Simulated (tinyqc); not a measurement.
Chemical-mechanical planarisation: Preston law, pattern density and step-height reduction: one step, computed by the program tinyqc.

A row of 10 cells, repeated periodically, holds raised features that cover a share rho of each cell.

Task: State at time t. While h > h_c only raised areas polish, at R0/rho_eff, until t_c = rho_eff (h0 - h_c)/R0. After that h = h_c exp(-(t - t_c)/tau), tau = rho_eff h_c/R0; low areas polish at R0 (1 - h/h_c) and raised areas at R0 [1 + (1 - rho_eff) h/(rho_eff h_c)]. Removed from raised areas after t_c: h0 - h_c + R0 (t - t_c) + (1 - rho_eff)(h_c - h); from low areas: R0 (t - t_c) - rho_eff (h_c - h). Film left = z0 less the removal from raised areas.

Inputs (values chosen for the exercise, close to those used for copper polishing): initial step height h0 = 420 nm; contact height h_c = 80 nm; film above the raised areas z0 = 690 nm; polish time t = 400 s.

effective densities: [0.2965778, 0.2417326, 0.2152662, 0.2067443, 0.2351337, 0.3333504, 0.4490706, 0.4922443, 0.4541398, 0.3757404]

blanket rate R0 = 0.6333451 nm/s

Give: Cells; range of film left across the row; largest remaining step; thinnest film left.

Result:

Cells:
```
cell  rho_eff  t_c (s)  step h (nm)  removed, raised (nm)  removed, low (nm)  film left on raised areas (nm)
1     0.29658   159.21       0.1293                548.68             128.81                          141.32
2     0.24173   129.77       0.0115                571.80             151.81                          118.20
3     0.21527   115.56       0.0023                582.92             162.93                          107.08
4     0.20674   110.99       0.0012                586.50             166.51                          103.50
5     0.23513   126.23       0.0079                574.58             154.58                          115.42
6     0.33335   178.95       0.4199                533.05             113.47                          156.95
7     0.44907   241.08       4.8564                482.05              66.91                          207.95
8     0.49224   264.25       9.0141                462.02              51.03                          227.98
9     0.45414   243.80       5.2541                479.73              64.99                          210.27
10    0.37574   201.71       1.2264                514.76              95.99                          175.24
```

range of film left across the row = 124.49 nm

largest remaining step = 9.0141 nm

thinnest film left = 103.50 nm

10 of 10 cells have reached contact. The cell with the lowest rho_eff has lost the most film from its raised areas.
